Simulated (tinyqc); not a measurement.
As the film thickens, and with more bath resistance: electroplating on a thin resistive seed layer: kinetics, Wagner number and the terminal effect across a wafer. Computed by tinyqc, a small Python program. Command: `OMP_NUM_THREADS=1 python tinyqc.py 3120471 3120472 out.jsonl terminal walk`. One thread of a shared host (Intel(R) Xeon(R) Processor @ 2.30GHz), about 0.02 s of CPU time with the checks.

Current enters the seed at the rim. The bath is treated as a local resistance per area (no lateral flow in the liquid), two electrons per ion, molar volume 7.11 cm^3/mol, Faraday constant F = e N_A, kinematic viscosity 0.01 cm^2/s, omega = 2 pi x rpm/60; k_B T/e is in volts.

Inputs (values chosen for the exercise, of the order of those for copper plating from an acid sulfate bath):
```
quantity                               value         unit
wafer radius R                            10           cm
seed thickness t                          18           nm
seed resistivity                         6.7  microohm cm
bath conductivity kappa                0.038         S/cm
gap to the anode h                        10           cm
extra resistance of a porous plate       180     ohm cm^2
exchange current density i_0           0.048      mA/cm^2
cathodic transfer coefficient alpha     0.46            -
mean current density                      28      mA/cm^2
diffusivity of the metal ion         5.8e-06       cm^2/s
metal ion concentration                 0.49        mol/L
rotation rate                            100          rpm
temperature T                            298            K
```

Constants: e = 1.602176634e-19 C; N_A = 6.02214076e+23 1/mol; k_B = 8.617333262e-05 eV/K.

Method:
- Growth rate = i V_m/(2 F). Levich limit i_L = 0.62 x 2 F D^(2/3) omega^(1/2) nu^(-1/6) c. Tafel overpotential eta = (k_B T/(alpha e)) ln(i/i_0); kinetic resistance k_B T/(alpha e i); bath resistance h/kappa + plate; R_s = resistivity/t; Wagner number = kinetic resistance x kappa/R.
- Full model: seed potential phi(r) with (1/r)(r phi')' = R_s i, where i solves phi = R_b i + (k_B T/(alpha e)) ln(i/i_0) (phi being the driving voltage left at r); phi'(0) = 0 and phi'(R) = R_s i_mean R/2. Solved by collocation to a tolerance of 1e-7.
- The film is taken as uniform, with the seed resistivity; the last column adds 100 ohm cm^2 to R_b. Extra power of that plate = i^2 x 100 ohm cm^2 x area.

sheet resistance R_s = 3.72222 ohm/square

bath resistance R_b = 443.158 ohm cm^2

Edge over centre:
```
thickness (nm)  R_s (ohm/square)  as given  with 100 ohm cm^2 more
18                        3.7222    1.2202                  1.1781
27                        2.4815    1.1443                  1.1171
36                        1.8611    1.1073                  1.0872
54                        1.2407    1.0709                  1.0577
90                        0.7444    1.0422                  1.0344
180                       0.3722    1.0210                  1.0171
360                       0.1861    1.0105                  1.0086
```

extra power = 24.630 W

What follows from these numbers?

The ratio falls below 1.1 from 54.0 nm on as given, and from 36.0 nm on with the added resistance: what counts is R_s R^2 against the sum of kinetic and bath resistance.
